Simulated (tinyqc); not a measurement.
Comparisons within one model: Gamma, L and X subbands of a thin body with non-parabolic valleys. A value that a table varies takes the place of the one given here.

Hard walls, flat band, c = hbar^2/2m0, energies from the bulk Gamma edge. For a valley at angle theta to the normal 1/m_z = cos^2/ml + sin^2/mt and m_d = sqrt(ml mt^2/m_z). Subband n starts at E_v + e with e (1 + a e) = c (n pi/t)^2/m_z, and its density-of-states mass is taken as m_d (1 + 2 a e), without further growth at higher in-plane energy. Groups are named by valley and degeneracy.

n_i = g m/(2 pi c) kB T ln(1 + exp((EF - E_i)/kB T)), sum n_i = Ns (1e12/cm^2 = 1e-4/angstrom^2), c = hbar^2/2m0. Quantum capacitance Cq = 1602.176634 sum g m/(2 pi c) f_i in microfarad/cm^2 with f_i = 1/(1 + exp((E_i - EF)/kB T)); Cox = 34.5313/eot (one gate); C/Cox = Cq/(Cq + Cox), the centroid term left out.

Constants: hbar^2/2m0 = 3.80998211 eV angstrom^2; kB = 8.617333262e-05 eV/K.

Values chosen for the exercise (near those of a thin GaSb channel; the results hold for these values, not for the real material): face = 100 (surface); mG = 0.0389 m0 (Gamma mass); aG = 1.13 1/eV (Gamma non-parabolicity); EL = 0.061 eV (L edge above Gamma); mL = (1.307, 0.1) m0 (L valleys (four, along <111>): ml, mt); EX = 0.299 eV (X edge above Gamma); mX = (1.515, 0.213) m0 (X valleys (three, along <100>): ml, mt); aS = 0.66 1/eV (non-parabolicity of L and X); Ns = 2.4 x 1e12/cm^2 (sheet density); T = 300 K (temperature); eot = 12 angstrom (equivalent oxide thickness); ts = (20, 26, 34, 45, 60, 85, 130) angstrom (thicknesses); t = 54 angstrom (body thickness); Nl = (0.5, 1, 2, 4, 7, 11, 16) x 1e12/cm^2 (sheet densities).

## Thinning the body

Lowest edge of each valley type, the lowest group, the Gamma share and C/Cox, with n = 1 to 8 of all groups.

Results:

| t (angstrom) | Gamma (eV) | L (eV) | X (eV) | lowest | Gamma share (%) | C/Cox |
|---|---|---|---|---|---|---|
| 20 | 1.085 | 0.552 | 0.359 | X1 | 0.0 | 0.770 |
| 26 | 0.766 | 0.379 | 0.335 | X1 | 0.0 | 0.825 |
| 34 | 0.525 | 0.260 | 0.320 | L4 | 0.0 | 0.828 |
| 45 | 0.344 | 0.180 | 0.311 | L4 | 0.0 | 0.827 |
| 60 | 0.216 | 0.130 | 0.306 | L4 | 0.2 | 0.826 |
| 85 | 0.118 | 0.096 | 0.302 | L4 | 1.7 | 0.827 |
| 130 | 0.054 | 0.076 | 0.300 | G1 | 6.0 | 0.829 |

What does this show?

From 130 down to 20 angstrom Gamma rises by 1.03 eV, L by 0.48 and X by 0.06 eV, the light Gamma mass moving most. The lowest group changes from G1 to L4 between 130 and 85 angstrom. The lowest group changes from L4 to X1 between 34 and 26 angstrom. The Gamma share goes from 6 % to 0 %. C/Cox is 0.83 and 0.77 at the ends and lies between 0.77 and 0.83. Hard walls overstate the rise in the thinnest rows.

## Raising the sheet density

Fixed thickness, n = 1 to 8 of all groups; the gate overdrive above the lowest edge is (EF - E_lowest)/e + 0.1602177 Ns/Cox in volts.

Results:

| Ns (1e12/cm^2) | EF - lowest (eV) | Gamma share (%) | Cq | C/Cox | overdrive (V) |
|---|---|---|---|---|---|
| 0.5 | -0.087 | 0.1 | 3.05 | 0.514 | -0.059 |
| 1.0 | -0.068 | 0.1 | 5.99 | 0.675 | -0.012 |
| 2.0 | -0.049 | 0.1 | 11.58 | 0.801 | 0.062 |
| 4.0 | -0.030 | 0.1 | 21.66 | 0.883 | 0.193 |
| 7.0 | -0.012 | 0.1 | 34.42 | 0.923 | 0.377 |
| 11.0 | 0.003 | 0.1 | 47.81 | 0.943 | 0.616 |
| 16.0 | 0.018 | 0.1 | 60.14 | 0.954 | 0.909 |

How do the results move?

The lowest subband is L4 n=1; the light Gamma level lies 111 meV above it, lifted there by confinement. At the highest density band filling takes 0.018 V of the 0.909 V overdrive. Cq grows from 3.0 to 60.1 microfarad/cm^2 while EF moves from -0.087 to +0.018 eV against the lowest edge; the Gamma share stays near 0 %.

## What each parameter does

n = 1 to 8 of all groups. Each row changes one parameter from the base and keeps the others.

Results:

| case | lowest edge (eV) | EF (eV) | Gamma share (%) | C/Cox |
|---|---|---|---|---|
| base | 0.146 | 0.101 | 0.1 | 0.826 |
| t = 48 angstrom | 0.167 | 0.122 | 0.0 | 0.827 |
| mG = 0.0447 m0 | 0.146 | 0.101 | 0.2 | 0.827 |
| aG = 0.79 1/eV | 0.146 | 0.101 | 0.0 | 0.826 |
| EL = 0.111 eV | 0.196 | 0.151 | 0.5 | 0.827 |
| Ns = 3.6 x 1e12/cm^2 | 0.146 | 0.113 | 0.1 | 0.873 |
| eot = 10 angstrom | 0.146 | 0.101 | 0.1 | 0.799 |
| T = 250 K | 0.146 | 0.113 | 0.0 | 0.849 |

How do the results move?

The largest shifts from the base row, up to three for each result and ties (the steps differ in size, so this ranks the rows, not the parameters). lowest edge (eV): EL +0.050, t +0.021; unchanged at the printed digits by mG, aG, Ns, eot and T. EF (eV): EL +0.050, t +0.020, T +0.012, Ns +0.012; unchanged at the printed digits by mG, aG and eot. Gamma share (%): EL +0.4, mG +0.1, t -0.0, T -0.0, aG -0.0; unchanged at the printed digits by Ns and eot. C/Cox: Ns +0.046, eot -0.028, T +0.023; unchanged at the printed digits by aG.

Program tinyqc; command `OMP_NUM_THREADS=1 python tinyqc.py 1280169 1280170 out.jsonl`; about 0.03 s on one thread of a shared Intel(R) Xeon(R) Processor @ 2.30GHz.
